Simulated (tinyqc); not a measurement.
MOSFET in the linear regime without short-channel effects, parameter extraction from computed curves: two steps of the calculation.

Inversion charge Q = Cox n Vt W0(exp((Vg - VT)/(n Vt))), W0 the Lambert function and n = nf; u = Q/Cox; mobility mu = mu0/(1 + th1 u + th2 u^2); channel resistance Rch = (L - dL)/(W mu Q); Id = Vd/(Rch + Rsd/W). Cox = eps0 eox/tox. Small Vd, no channel-length or drain effects.

Parameters, values chosen for the exercise; channel values of the order met in silicon transistors:

| symbol | value | unit | meaning |
|---|---|---|---|
| T | 200 | K | temperature |
| eox | 7.66 |  | relative permittivity of the gate insulator (close to silicon nitride) |
| tox | 6.3 | nm | insulator thickness |
| mu0 | 190 | cm^2/(V s) | low-field mobility |
| th1 | 0.64 | 1/V | first mobility attenuation factor |
| th2 | 0 | 1/V^2 | second mobility attenuation factor |
| VT | 0.36 | V | threshold voltage |
| nf | 1.07 |  | body factor |
| W | 1 | um | gate width |
| L | 0.35 | um | drawn gate length |
| dL | 0.015 | um | drawn less effective length |
| Rsd | 320 | ohm um | source plus drain resistance |
| Vd | 0.025 | V | drain voltage |

Constants: q = 1.602176634e-19 C, kB = 1.380649e-23 J/K, Vt = kB T/q, eps0 = 8.8541878128e-14 F/cm where lengths are in cm. Results are converted to the units shown.

Task 1. Transfer curve. u, mu, Rch and Id as defined.

```
point,Vg (V)
0,0.2
1,0.28
2,0.36
3,0.44
4,0.52
5,0.6
6,0.68
7,0.76
8,0.84
9,0.92
```

Give: u; mu; Rch; Id.

Result 1.

```
point,u (V),mu (cm^2/(V s)),Rch (ohm),Id (uA)
0,3.1452e-6,190.00,5.2072e8,4.8011e-5
1,2.3777e-4,189.97,6.8891e6,0.0036288
2,0.010459,188.74,1.5764e5,0.15827
3,0.058660,183.13,28968,0.85360
4,0.12475,175.95,14177,1.7245
5,0.19638,168.79,9388.1,2.5752
6,0.27047,161.96,7103.4,3.3677
7,0.34594,155.56,5782.5,4.0967
8,0.42226,149.58,4926.8,4.7648
9,0.49917,144.00,4329.1,5.3773
```

Task 2. Threshold and mobility at the peak transconductance. gm_i = (Id_(i+1) - Id_(i-1))/(Vg_(i+1) - Vg_(i-1)); at the point j of largest gm the tangent meets the axis at V_ext = Vg_j - Id_j/gm_j; field-effect mobility gm_j L/(W Cox Vd) with the drawn L.

```
point,Vg (V),Id (uA)
0,0.2,4.8010778e-5
1,0.28,0.0036287525
2,0.36,0.15826585
3,0.44,0.85359702
4,0.52,1.7244904
5,0.6,2.5751760
6,0.68,3.3677451
7,0.76,4.0966845
8,0.84,4.7648379
9,0.92,5.3773341
```

Wanted: gm; j; V_ext; field-effect mobility.

Result 2.

```
point,gm (uS)
1,0.9889
2,5.312
3,9.789
4,10.76
5,10.27
6,9.509
7,8.732
8,8.004
```

j = 4
V_ext = 0.3597 V
field-effect mobility = 139.9 cm^2/(V s)

V_ext is 0.27 mV below the model VT, and the mobility so found is 30 % below mu0 L/(L - dL) = 199 cm^2/(V s), the value for the drawn L; attenuation, series resistance and the slow approach of Q to a straight line all lower the peak gm.

Computed by the program tinyqc: `OMP_NUM_THREADS=1 python tinyqc.py 2210134 2210135 out.jsonl`, one thread of a shared Intel Xeon 2.30GHz, about 0.01 s for the whole run.
